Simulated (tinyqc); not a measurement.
Inside a calculation (part 1 of 2). Method: UHF in the 3-21g basis, for H3-, spin multiplicity 1. The basis has no diffuse functions, so it cannot describe the extra electron: this is an exercise in the method, not the real anion. Computed by tinyqc, a small Python program that keeps every step (integrals from PySCF). Settings: charge = -1, multiplicity = 1, basis = 3-21g, energy threshold = 1e-08, iteration cap = 90, orthogonalisation = canonical, start = Wolfsberg-Helmholz matrix, DIIS depth = 8, damping = 0.2, shift = 0.2, method = UHF, break = 0.4. Command: `OMP_NUM_THREADS=1 python tinyqc.py 22821 22822 out.jsonl` (the two numbers bound the seeds that draw the settings). One thread of a shared host (Intel(R) Xeon(R) Processor @ 2.60GHz), about 0.2 s of CPU time with the checks. Later iterations appear only in the table of the cycle.

## One-electron integrals

Geometry (angstrom):
```
atom         x         y          z
H     0.000000  0.000000   0.000000
H     0.000000  0.000000   0.939000
H     0.000000  0.167000  -0.924000
```

Basis 3-21g: exponents (1/bohr^2) and contraction coefficients of normalised primitives:
```
element  l (shell)  exponent  coefficient
H            s (1)  5.447178     0.156285
H            s (1)  0.824547     0.904691
H            s (2)  0.183192     1.000000
```

Overlap, kinetic and nuclear-attraction integrals over the contracted functions; the nuclear repulsion is the sum of Za Zb / Rab.

nuclear repulsion = 1.41003727 hartree

overlap S, order 1H 1s, 1H 2s, 2H 1s, 2H 2s, 3H 1s, 3H 2s:
$$\begin{pmatrix}
1.000000 & 0.645899 & 0.239961 & 0.401199 & 0.239982 & 0.401211 \\
0.645899 & 1.000000 & 0.401199 & 0.749457 & 0.401211 & 0.749470 \\
0.239961 & 0.401199 & 1.000000 & 0.645899 & 0.004763 & 0.097809 \\
0.401199 & 0.749457 & 0.645899 & 1.000000 & 0.097809 & 0.318417 \\
0.239982 & 0.401211 & 0.004763 & 0.097809 & 1.000000 & 0.645899 \\
0.401211 & 0.749470 & 0.097809 & 0.318417 & 0.645899 & 1.000000
\end{pmatrix}$$

kinetic energy T (hartree), order 1H 1s, 1H 2s, 2H 1s, 2H 2s, 3H 1s, 3H 2s:
$$\begin{pmatrix}
1.549405 & 0.293152 & 0.019206 & 0.124130 & 0.019225 & 0.124138 \\
0.293152 & 0.274788 & 0.124130 & 0.166345 & 0.124138 & 0.166351 \\
0.019206 & 0.124130 & 1.549405 & 0.293152 & -0.014494 & -0.011439 \\
0.124130 & 0.166345 & 0.293152 & 0.274788 & -0.011439 & 0.020743 \\
0.019225 & 0.124138 & -0.014494 & -0.011439 & 1.549405 & 0.293152 \\
0.124138 & 0.166351 & -0.011439 & 0.020743 & 0.293152 & 0.274788
\end{pmatrix}$$

nuclear attraction V (hartree), order 1H 1s, 1H 2s, 2H 1s, 2H 2s, 3H 1s, 3H 2s:
$$\begin{pmatrix}
-2.846871 & -1.502545 & -0.593145 & -0.925119 & -0.593205 & -0.925150 \\
-1.502545 & -1.664982 & -0.857050 & -1.209335 & -0.857084 & -1.209360 \\
-0.593145 & -0.857050 & -2.566797 & -1.325331 & -0.012199 & -0.212879 \\
-0.925119 & -1.209335 & -1.325331 & -1.456198 & -0.212881 & -0.530194 \\
-0.593205 & -0.857084 & -0.012199 & -0.212881 & -2.566815 & -1.325341 \\
-0.925150 & -1.209360 & -0.212879 & -0.530194 & -1.325341 & -1.456207
\end{pmatrix}$$

core Hamiltonian H = T + V (hartree), order 1H 1s, 1H 2s, 2H 1s, 2H 2s, 3H 1s, 3H 2s:
$$\begin{pmatrix}
-1.297467 & -1.209393 & -0.573939 & -0.800988 & -0.573980 & -0.801013 \\
-1.209393 & -1.390194 & -0.732920 & -1.042990 & -0.732946 & -1.043009 \\
-0.573939 & -0.732920 & -1.017392 & -1.032179 & -0.026693 & -0.224318 \\
-0.800988 & -1.042990 & -1.032179 & -1.181410 & -0.224320 & -0.509451 \\
-0.573980 & -0.732946 & -0.026693 & -0.224320 & -1.017410 & -1.032189 \\
-0.801013 & -1.043009 & -0.224318 & -0.509451 & -1.032189 & -1.181419
\end{pmatrix}$$

## Two-electron integrals

Functions are numbered as in S; the eight-fold symmetry (ij|kl) = (ji|kl) = (kl|ij) leaves the list below.

Two-electron integrals (ij|kl) in chemists' order, unique and non-zero (hartree):
```
(11|11) 1.140145   (21|11) 0.611403   (21|21) 0.345152   (22|11) 0.626370
(22|21) 0.380329   (22|22) 0.482957   (31|11) 0.209241   (31|21) 0.120878
(31|22) 0.137652   (31|31) 0.059539   (32|11) 0.249150   (32|21) 0.153119
(32|22) 0.197003   (32|31) 0.081624   (32|32) 0.132520   (33|11) 0.554330
(33|21) 0.349407   (33|22) 0.471156   (33|31) 0.209241   (33|32) 0.370840
(33|33) 1.140145   (41|11) 0.370840   (41|21) 0.210482   (41|22) 0.234046
(41|31) 0.081624   (41|32) 0.106038   (41|33) 0.249150   (41|41) 0.132520
(42|11) 0.434015   (42|21) 0.265877   (42|22) 0.345284   (42|31) 0.111290
(42|32) 0.171604   (42|33) 0.434015   (42|41) 0.171604   (42|42) 0.271270
(43|11) 0.349407   (43|21) 0.218796   (43|22) 0.294600   (43|31) 0.120878
(43|32) 0.210482   (43|33) 0.611403   (43|41) 0.153119   (43|42) 0.265877
(43|43) 0.345152   (44|11) 0.471156   (44|21) 0.294600   (44|22) 0.404186
(44|31) 0.137652   (44|32) 0.234046   (44|33) 0.626370   (44|41) 0.197003
(44|42) 0.345284   (44|43) 0.380329   (44|44) 0.482957   (51|11) 0.209262
(51|21) 0.120890   (51|22) 0.137664   (51|31) 0.032399   (51|32) 0.040967
(51|33) 0.090826   (51|41) 0.067256   (51|42) 0.084574   (51|43) 0.058520
(51|44) 0.087097   (51|51) 0.059550   (52|11) 0.249163   (52|21) 0.153126
(52|22) 0.197012   (52|31) 0.040965   (52|32) 0.055033   (52|33) 0.124372
(52|41) 0.084608   (52|42) 0.117476   (52|43) 0.080261   (52|44) 0.122184
(52|51) 0.081634   (52|52) 0.132528   (53|11) 0.005070   (53|21) 0.002787
(53|22) 0.002934   (53|31) 0.000968   (53|32) 0.001179   (53|33) 0.002646
(53|41) 0.001697   (53|42) 0.002043   (53|43) 0.001663   (53|44) 0.002234
(53|51) 0.000969   (53|52) 0.001179   (53|53) 0.000023   (54|11) 0.069250
(54|21) 0.041634   (54|22) 0.051150   (54|31) 0.011379   (54|32) 0.014963
(54|33) 0.033593   (54|41) 0.023254   (54|42) 0.031213   (54|43) 0.021645
(54|44) 0.032514   (54|51) 0.020871   (54|52) 0.031591   (54|53) 0.000326
(54|54) 0.007789   (55|11) 0.554346   (55|21) 0.349415   (55|22) 0.471164
(55|31) 0.090819   (55|32) 0.124369   (55|33) 0.282910   (55|41) 0.189916
(55|42) 0.271938   (55|43) 0.182721   (55|44) 0.281310   (55|51) 0.209262
(55|52) 0.370852   (55|53) 0.002646   (55|54) 0.084428   (55|55) 1.140145
(61|11) 0.370852   (61|21) 0.210489   (61|22) 0.234053   (61|31) 0.067252
(61|32) 0.084607   (61|33) 0.189918   (61|41) 0.124580   (61|42) 0.156596
(61|43) 0.120531   (61|44) 0.168845   (61|51) 0.081634   (61|52) 0.106046
(61|53) 0.001697   (61|54) 0.028315   (61|55) 0.249163   (61|61) 0.132528
(62|11) 0.434025   (62|21) 0.265883   (62|22) 0.345292   (62|31) 0.084568
(62|32) 0.117474   (62|33) 0.271940   (62|41) 0.156594   (62|42) 0.227329
(62|43) 0.173279   (62|44) 0.251948   (62|51) 0.111301   (62|52) 0.171613
(62|53) 0.002043   (62|54) 0.042732   (62|55) 0.434025   (62|61) 0.171613
(62|62) 0.271280   (63|11) 0.069248   (63|21) 0.041634   (63|22) 0.051149
(63|31) 0.020869   (63|32) 0.031590   (63|33) 0.084428   (63|41) 0.028313
(63|42) 0.042731   (63|43) 0.048648   (63|44) 0.055511   (63|51) 0.011380
(63|52) 0.014963   (63|53) 0.000326   (63|54) 0.004099   (63|55) 0.033593
(63|61) 0.023255   (63|62) 0.031213   (63|63) 0.007789   (64|11) 0.198932
(64|21) 0.120827   (64|22) 0.153546   (64|31) 0.043829   (64|32) 0.062809
(64|33) 0.150323   (64|41) 0.074413   (64|42) 0.109945   (64|43) 0.093976
(64|44) 0.128869   (64|51) 0.043833   (64|52) 0.062811   (64|53) 0.000937
(64|54) 0.016320   (64|55) 0.150323   (64|61) 0.074416   (64|62) 0.109946
(64|63) 0.016320   (64|64) 0.048967   (65|11) 0.349415   (65|21) 0.218801
(65|22) 0.294605   (65|31) 0.058516   (65|32) 0.080259   (65|33) 0.182721
(65|41) 0.120530   (65|42) 0.173277   (65|43) 0.117985   (65|44) 0.181042
(65|51) 0.120890   (65|52) 0.210489   (65|53) 0.001663   (65|54) 0.048648
(65|55) 0.611403   (65|61) 0.153126   (65|62) 0.265883   (65|63) 0.021645
(65|64) 0.093976   (65|65) 0.345152   (66|11) 0.471164   (66|21) 0.294605
(66|22) 0.404190   (66|31) 0.087091   (66|32) 0.122180   (66|33) 0.281310
(66|41) 0.168842   (66|42) 0.251945   (66|43) 0.181042   (66|44) 0.273747
(66|51) 0.137664   (66|52) 0.234053   (66|53) 0.002234   (66|54) 0.055511
(66|55) 0.626370   (66|61) 0.197012   (66|62) 0.345292   (66|63) 0.032514
(66|64) 0.128869   (66|65) 0.380329   (66|66) 0.482957
```

## Orthogonalisation

S = U s U^T; canonical form X = U s^(-1/2), so that X^T S X = 1. Each column of U has its largest component positive (the first on a tie).

eigenvalues of S: [0.059367, 0.268325, 0.444247, 0.693687, 1.408496, 3.125878]

X, order 1H 1s, 1H 2s, 2H 1s, 2H 2s, 3H 1s, 3H 2s:
$$\begin{pmatrix}
-0.772038 & -0.000009 & 0.672206 & 0.936295 & -0.000011 & 0.223222 \\
3.133569 & -0.000010 & -0.510399 & 0.128666 & 0.000000 & 0.304506 \\
0.261467 & -0.821836 & 0.727542 & -0.497451 & 0.475740 & 0.168852 \\
-1.773694 & 1.089977 & -0.489881 & -0.163434 & 0.358709 & 0.245288 \\
0.261484 & 0.821819 & 0.727549 & -0.497475 & -0.475726 & 0.168857 \\
-1.773763 & -1.089944 & -0.489902 & -0.163459 & -0.358694 & 0.245292
\end{pmatrix}$$

## Starting guess

The start is the generalised Wolfsberg-Helmholz matrix (K = 1.75) built on H, with HOMO and LUMO mixed by +/-0.4 rad for the two spins; D(s) = C_occ C_occ^T for each spin.

D(alpha) at the start, order 1H 1s, 1H 2s, 2H 1s, 2H 2s, 3H 1s, 3H 2s:
$$\begin{pmatrix}
0.221777 & 0.125376 & 0.102786 & 0.165825 & -0.201741 & -0.107023 \\
0.125376 & 0.172413 & 0.026272 & 0.093933 & 0.014690 & 0.083556 \\
0.102786 & 0.026272 & 0.057619 & 0.076795 & -0.133865 & -0.094770 \\
0.165825 & 0.093933 & 0.076795 & 0.123990 & -0.150606 & -0.079756 \\
-0.201741 & 0.014690 & -0.133865 & -0.150606 & 0.346748 & 0.280013 \\
-0.107023 & 0.083556 & -0.094770 & -0.079756 & 0.280013 & 0.256042
\end{pmatrix}$$

D(beta) at the start, order 1H 1s, 1H 2s, 2H 1s, 2H 2s, 3H 1s, 3H 2s:
$$\begin{pmatrix}
0.221784 & 0.125371 & -0.201747 & -0.107036 & 0.102788 & 0.165820 \\
0.125371 & 0.172412 & 0.014694 & 0.083558 & 0.026273 & 0.093934 \\
-0.201747 & 0.014694 & 0.346739 & 0.280015 & -0.133858 & -0.150588 \\
-0.107036 & 0.083558 & 0.280015 & 0.256049 & -0.094767 & -0.079746 \\
0.102788 & 0.026273 & -0.133858 & -0.094767 & 0.057616 & 0.076789 \\
0.165820 & 0.093934 & -0.150588 & -0.079746 & 0.076789 & 0.123978
\end{pmatrix}$$

## Iteration 1: building the Fock matrix

J_ij = sum D_kl (ij|kl) with D = D(alpha) + D(beta), K_ij = sum D_kl (ik|jl) for each spin; F = H + J - K(s); E = tr D H + tr D J / 2 - 0.5 sum_s tr D(s) K(s) + E_nn.

Coulomb J (hartree), order 1H 1s, 1H 2s, 2H 1s, 2H 2s, 3H 1s, 3H 2s:
$$\begin{pmatrix}
2.552640 & 1.528808 & 0.584210 & 0.945541 & 0.584263 & 0.945570 \\
1.528808 & 1.921033 & 0.870957 & 1.398774 & 0.870985 & 1.398799 \\
0.584210 & 0.870957 & 2.246772 & 1.342268 & 0.011897 & 0.219100 \\
0.945541 & 1.398774 & 1.342268 & 1.705532 & 0.219101 & 0.611782 \\
0.584263 & 0.870985 & 0.011897 & 0.219101 & 2.246779 & 1.342272 \\
0.945570 & 1.398799 & 0.219100 & 0.611782 & 1.342272 & 1.705535
\end{pmatrix}$$

exchange K(alpha) (hartree), order 1H 1s, 1H 2s, 2H 1s, 2H 2s, 3H 1s, 3H 2s:
$$\begin{pmatrix}
0.623635 & 0.523210 & 0.300835 & 0.407894 & 0.179917 & 0.323969 \\
0.523210 & 0.565354 & 0.290324 & 0.409328 & 0.360398 & 0.449177 \\
0.300835 & 0.290324 & 0.378715 & 0.347389 & -0.026633 & 0.087353 \\
0.407894 & 0.409328 & 0.347389 & 0.397426 & 0.081470 & 0.210221 \\
0.179917 & 0.360398 & -0.026633 & 0.081470 & 0.798325 & 0.579056 \\
0.323969 & 0.449177 & 0.087353 & 0.210221 & 0.579056 & 0.537051
\end{pmatrix}$$

exchange K(beta) (hartree), order 1H 1s, 1H 2s, 2H 1s, 2H 2s, 3H 1s, 3H 2s:
$$\begin{pmatrix}
0.623639 & 0.523208 & 0.179893 & 0.323951 & 0.300853 & 0.407904 \\
0.523208 & 0.565352 & 0.360386 & 0.449168 & 0.290335 & 0.409335 \\
0.179893 & 0.360386 & 0.798324 & 0.579055 & -0.026631 & 0.081472 \\
0.323951 & 0.449168 & 0.579055 & 0.537050 & 0.087356 & 0.210223 \\
0.300853 & 0.290335 & -0.026631 & 0.087356 & 0.378718 & 0.347392 \\
0.407904 & 0.409335 & 0.081472 & 0.210223 & 0.347392 & 0.397428
\end{pmatrix}$$

F(alpha) (hartree), order 1H 1s, 1H 2s, 2H 1s, 2H 2s, 3H 1s, 3H 2s:
$$\begin{pmatrix}
0.631538 & -0.203796 & -0.290564 & -0.263341 & -0.169635 & -0.179411 \\
-0.203796 & -0.034515 & -0.152287 & -0.053544 & -0.222358 & -0.093387 \\
-0.290564 & -0.152287 & 0.850665 & -0.037300 & 0.011837 & -0.092571 \\
-0.263341 & -0.053544 & -0.037300 & 0.126696 & -0.086690 & -0.107890 \\
-0.169635 & -0.222358 & 0.011837 & -0.086690 & 0.431044 & -0.268973 \\
-0.179411 & -0.093387 & -0.092571 & -0.107890 & -0.268973 & -0.012935
\end{pmatrix}$$

F(beta) (hartree), order 1H 1s, 1H 2s, 2H 1s, 2H 2s, 3H 1s, 3H 2s:
$$\begin{pmatrix}
0.631535 & -0.203793 & -0.169621 & -0.179399 & -0.290571 & -0.263346 \\
-0.203793 & -0.034513 & -0.222349 & -0.093384 & -0.152296 & -0.053545 \\
-0.169621 & -0.222349 & 0.431055 & -0.268966 & 0.011835 & -0.086690 \\
-0.179399 & -0.093384 & -0.268966 & -0.012928 & -0.092575 & -0.107892 \\
-0.290571 & -0.152296 & 0.011835 & -0.092575 & 0.850651 & -0.037310 \\
-0.263346 & -0.053545 & -0.086690 & -0.107892 & -0.037310 & 0.126688
\end{pmatrix}$$

total energy of this density = -1.11520802 hartree

This density is the starting one.

## Iteration 1: diagonalisation and new density

A level shift of 0.2 hartree raises the virtual space: F + shift (S - S D(s) S), with D(s) the density of one spin. Diagonalise F' = X^T F X, C = X C', fill 2 alpha and 2 beta electrons from the bottom; D(s) = C_occ C_occ^T; the new density keeps 0.2 of the old one (damping). Each column has its largest component positive (the first on a tie).

F' = X^T F X (alpha) (hartree):
$$\begin{pmatrix}
1.434719 & -0.013720 & -0.106954 & -0.585422 & 0.012188 & 0.006573 \\
-0.013720 & 1.668493 & -0.033865 & 0.051149 & -0.397698 & -0.024892 \\
-0.106954 & -0.033865 & 1.673951 & -0.103462 & 0.040804 & 0.059250 \\
-0.585422 & 0.051149 & -0.103462 & 1.530282 & -0.314180 & -0.045376 \\
0.012188 & -0.397698 & 0.040804 & -0.314180 & 0.314344 & 0.091123 \\
0.006573 & -0.024892 & 0.059250 & -0.045376 & 0.091123 & -0.148009
\end{pmatrix}$$

orbital energies (alpha) (hartree): MO1 -0.168860, MO2 0.149051, MO3 0.908133, MO4 1.670268, MO5 1.782416, MO6 2.132771

coefficients C (alpha), order 1H 1s, 1H 2s, 2H 1s, 2H 2s, 3H 1s, 3H 2s:
$$\begin{pmatrix}
0.188386 & -0.199160 & 0.139299 & 0.416999 & -0.710725 & -1.095811 \\
0.271615 & -0.434196 & 2.239629 & -0.471741 & 1.231912 & 1.780633 \\
0.073136 & -0.178207 & 0.025727 & 0.194680 & -0.964936 & 0.876712 \\
0.158991 & -0.406807 & -1.703395 & 0.197390 & 0.464695 & -1.200976 \\
0.227376 & 0.300909 & 0.011404 & 1.163624 & 0.460642 & 0.258475 \\
0.395232 & 0.752822 & -1.263629 & -0.901815 & -1.041078 & -0.756930
\end{pmatrix}$$

F' = X^T F X (beta) (hartree):
$$\begin{pmatrix}
1.434719 & 0.013735 & -0.106952 & -0.585421 & -0.012182 & 0.006574 \\
0.013735 & 1.668492 & 0.033849 & -0.051167 & -0.397696 & 0.024890 \\
-0.106952 & 0.033849 & 1.673950 & -0.103468 & -0.040797 & 0.059250 \\
-0.585421 & -0.051167 & -0.103468 & 1.530298 & 0.314160 & -0.045378 \\
-0.012182 & -0.397696 & -0.040797 & 0.314160 & 0.314327 & -0.091114 \\
0.006574 & 0.024890 & 0.059250 & -0.045378 & -0.091114 & -0.148007
\end{pmatrix}$$

orbital energies (beta) (hartree): MO1 -0.168855, MO2 0.149045, MO3 0.908135, MO4 1.670281, MO5 1.782390, MO6 2.132783

coefficients C (beta), order 1H 1s, 1H 2s, 2H 1s, 2H 2s, 3H 1s, 3H 2s:
$$\begin{pmatrix}
0.188387 & -0.199167 & 0.139298 & 0.417004 & -0.710733 & -1.095803 \\
0.271619 & -0.434185 & 2.239626 & -0.471736 & 1.231969 & 1.780602 \\
0.227366 & 0.300913 & 0.011404 & 1.163620 & 0.460684 & 0.258416 \\
0.395223 & 0.752830 & -1.263563 & -0.901802 & -1.041134 & -0.756850 \\
0.073145 & -0.178207 & 0.025732 & 0.194732 & -0.964891 & 0.876751 \\
0.159008 & -0.406779 & -1.703451 & 0.197337 & 0.464636 & -1.201016
\end{pmatrix}$$

D(alpha) after iteration 1, order 1H 1s, 1H 2s, 2H 1s, 2H 2s, 3H 1s, 3H 2s:
$$\begin{pmatrix}
0.104479 & 0.135190 & 0.059973 & 0.121942 & -0.054024 & -0.081785 \\
0.135190 & 0.244323 & 0.083048 & 0.194641 & -0.052178 & -0.158906 \\
0.059973 & 0.083048 & 0.041209 & 0.082658 & -0.056369 & -0.103156 \\
0.121942 & 0.194641 & 0.082658 & 0.177414 & -0.099130 & -0.210683 \\
-0.054024 & -0.052178 & -0.056369 & -0.099130 & 0.183146 & 0.309120 \\
-0.081785 & -0.158906 & -0.103156 & -0.210683 & 0.309120 & 0.629568
\end{pmatrix}$$

D(beta) after iteration 1, order 1H 1s, 1H 2s, 2H 1s, 2H 2s, 3H 1s, 3H 2s:
$$\begin{pmatrix}
0.104482 & 0.135190 & -0.054029 & -0.081794 & 0.059975 & 0.121941 \\
0.135190 & 0.244317 & -0.052177 & -0.158902 & 0.083048 & 0.194632 \\
-0.054029 & -0.052177 & 0.183143 & 0.309120 & -0.056367 & -0.099119 \\
-0.081794 & -0.158902 & 0.309120 & 0.629573 & -0.103154 & -0.210663 \\
0.059975 & 0.083048 & -0.056367 & -0.103154 & 0.041209 & 0.082655 \\
0.121941 & 0.194632 & -0.099119 & -0.210663 & 0.082655 & 0.177398
\end{pmatrix}$$

## Iteration 2: building the Fock matrix

As before.

Coulomb J (hartree), order 1H 1s, 1H 2s, 2H 1s, 2H 2s, 3H 1s, 3H 2s:
$$\begin{pmatrix}
2.364196 & 1.432844 & 0.550013 & 0.887519 & 0.550063 & 0.887547 \\
1.432844 & 1.841078 & 0.834487 & 1.346765 & 0.834513 & 1.346788 \\
0.550013 & 0.834487 & 2.153827 & 1.294795 & 0.011073 & 0.208617 \\
0.887519 & 1.346765 & 1.294795 & 1.661430 & 0.208618 & 0.586431 \\
0.550063 & 0.834513 & 0.011073 & 0.208618 & 2.153832 & 1.294798 \\
0.887547 & 1.346788 & 0.208617 & 0.586431 & 1.294798 & 1.661431
\end{pmatrix}$$

exchange K(alpha) (hartree), order 1H 1s, 1H 2s, 2H 1s, 2H 2s, 3H 1s, 3H 2s:
$$\begin{pmatrix}
0.524446 & 0.480187 & 0.283151 & 0.377808 & 0.204599 & 0.312206 \\
0.480187 & 0.550500 & 0.313336 & 0.419338 & 0.350229 & 0.435305 \\
0.283151 & 0.313336 & 0.420955 & 0.392541 & -0.008284 & 0.092740 \\
0.377808 & 0.419338 & 0.392541 & 0.441174 & 0.085297 & 0.199832 \\
0.204599 & 0.350229 & -0.008284 & 0.085297 & 0.698055 & 0.553926 \\
0.312206 & 0.435305 & 0.092740 & 0.199832 & 0.553926 & 0.541223
\end{pmatrix}$$

exchange K(beta) (hartree), order 1H 1s, 1H 2s, 2H 1s, 2H 2s, 3H 1s, 3H 2s:
$$\begin{pmatrix}
0.524451 & 0.480187 & 0.204578 & 0.312192 & 0.283168 & 0.377819 \\
0.480187 & 0.550498 & 0.350217 & 0.435297 & 0.313347 & 0.419344 \\
0.204578 & 0.350217 & 0.698054 & 0.553925 & -0.008283 & 0.085297 \\
0.312192 & 0.435297 & 0.553925 & 0.541224 & 0.092742 & 0.199833 \\
0.283168 & 0.313347 & -0.008283 & 0.092742 & 0.420960 & 0.392544 \\
0.377819 & 0.419344 & 0.085297 & 0.199833 & 0.392544 & 0.441174
\end{pmatrix}$$

F(alpha) (hartree), order 1H 1s, 1H 2s, 2H 1s, 2H 2s, 3H 1s, 3H 2s:
$$\begin{pmatrix}
0.542283 & -0.256736 & -0.307076 & -0.291277 & -0.228516 & -0.225672 \\
-0.256736 & -0.099615 & -0.211769 & -0.115563 & -0.248662 & -0.131526 \\
-0.307076 & -0.211769 & 0.715480 & -0.129925 & -0.007336 & -0.108441 \\
-0.291277 & -0.115563 & -0.129925 & 0.038846 & -0.100999 & -0.122852 \\
-0.228516 & -0.248662 & -0.007336 & -0.100999 & 0.438367 & -0.291317 \\
-0.225672 & -0.131526 & -0.108441 & -0.122852 & -0.291317 & -0.061211
\end{pmatrix}$$

F(beta) (hartree), order 1H 1s, 1H 2s, 2H 1s, 2H 2s, 3H 1s, 3H 2s:
$$\begin{pmatrix}
0.542279 & -0.256736 & -0.228503 & -0.225661 & -0.307086 & -0.291284 \\
-0.256736 & -0.099613 & -0.248650 & -0.131522 & -0.211779 & -0.115565 \\
-0.228503 & -0.248650 & 0.438381 & -0.291309 & -0.007337 & -0.100998 \\
-0.225661 & -0.131522 & -0.291309 & -0.061204 & -0.108445 & -0.122853 \\
-0.307086 & -0.211779 & -0.007337 & -0.108445 & 0.715463 & -0.129936 \\
-0.291284 & -0.115565 & -0.100998 & -0.122853 & -0.129936 & 0.038838
\end{pmatrix}$$

total energy of this density = -1.38934437 hartree

This density is a damped mixture and is not idempotent.
